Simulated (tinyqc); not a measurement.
## Non-linearity against on/off ratio

Worst-case read of an N x N array without selectors, ideal wires, unselected lines floating and all unselected cells in the low state with resistance K Ron: the sneak path is Rsn = K Ron [2/(N - 1) + 1/(N - 1)^2], in parallel with the selected cell Rc. A sense resistor Ron to ground gives Vout = Vr Ron/(Ron + Rc Rsn/(Rc + Rsn)); margin = [Vout(Rc = Ron) - Vout(Rc = ra Ron)]/Vr. Here N = 8; the columns give the margin for ra = 3, 30 and 300.

Results:
```
K	Rsn/Ron	margin, ra = 3 (%)	margin, ra = 30 (%)	margin, ra = 300 (%)
1	0.30612	2.7518	4.2685	4.4319
3	0.91837	8.9103	14.746	15.422
10	3.0612	17.261	30.549	32.208
30	9.1837	21.919	40.130	42.492
300	91.837	24.663	46.036	48.868
1000	306.12	24.898	46.551	49.426
3000	918.37	24.966	46.700	49.587
```

Estimate the missing row, K = 100.

Computed row:
```
K	Rsn/Ron	margin, ra = 3 (%)	margin, ra = 30 (%)	margin, ra = 300 (%)
100	30.612	24.010	44.612	47.329
```

With this row back in the table: At K = 1 the margin is 2.75 % for ra = 3 and 4.43 % for ra = 300: an on/off ratio 100 times larger gains a factor of only 1.61, because the sneak path (0.31 Ron) shunts the cell. Raising K to 3000 lifts the margin at ra = 30 from 4.27 to 46.7 %.

Program tinyqc, `OMP_NUM_THREADS=1 python tinyqc.py 2880058 2880059 out.jsonl`; Intel Xeon 2.30GHz, shared host, one thread, about 0.02 s.
